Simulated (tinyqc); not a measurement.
What moves the optical response: interband optics of a two-band s-p chain from momentum matrix elements.

H(k) = [[Es - 2 ts cos ka, 2i V sin ka], [-2i V sin ka, Ep_ + 2 tp cos ka]] in the basis s, p; the lower band is full, with two electrons a cell. The velocity operator times hbar is W = dH/dk (eV angstrom); intra-atomic dipoles are left out.

With w(k) = |<c|W|v>|^2 and D(k) = Ec - Ev, on the mesh k_j = (j + 1/2)/N (2 pi/a): eps(E) = 1 + (8 pi e2/(a Ar)) mean_j (w/D^2) [1/(D - E - i eta) + 1/(D + E + i eta)], e2 = e^2/(4 pi eps0); light polarised along the chains, no local fields.

Constants: e^2/(4 pi eps0) = 14.39964547 eV angstrom; hbar^2/2m0 = 3.80998211 eV angstrom^2.

Parameters, chosen for this exercise: a = 2.74 angstrom (period); Es = 1.99 eV (upper orbital (s)); Ep_ = -2.53 eV (lower orbital (p)); ts = 0.34 eV (s-s hopping); tp = 0.24 eV (p-p hopping); V = 0.67 eV (s-p hopping); Ar = 10.7 angstrom^2 (cross-section per chain).

Mesh of 400 points; n_eff = 2 mean(w/(c D)), c = hbar^2/2m0. Each row changes one parameter from the base and keeps the others.

Results:
```
case                   smallest D (eV)  largest D (eV)  n_eff  eps(0)
base                             3.360           5.685  0.717   2.849
a = 2.877 angstrom               3.360           5.685  0.790   2.941
Es = 2.29 eV                     3.660           5.981  0.679   2.516
ts = 0.408 eV                    3.224           5.816  0.722   2.951
V = 0.737 eV                     3.360           5.733  0.849   3.164
Ar = 11.77 angstrom^2            3.360           5.685  0.717   2.681
```

The largest shifts from the base row, up to three for each result and ties (the steps differ in size, so this ranks the rows, not the parameters). smallest D (eV): Es +0.300, ts -0.136; unchanged at the printed digits by a, V and Ar. largest D (eV): Es +0.296, ts +0.131, V +0.047; unchanged at the printed digits by a and Ar. n_eff: V +0.132, a +0.073, Es -0.038; unchanged at the printed digits by Ar. eps(0): Es -0.333, V +0.316, Ar -0.168.

Program tinyqc; command `OMP_NUM_THREADS=1 python tinyqc.py 1682082 1682083 out.jsonl`; about 0.01 s on one thread of a shared Intel(R) Xeon(R) Processor @ 2.30GHz.
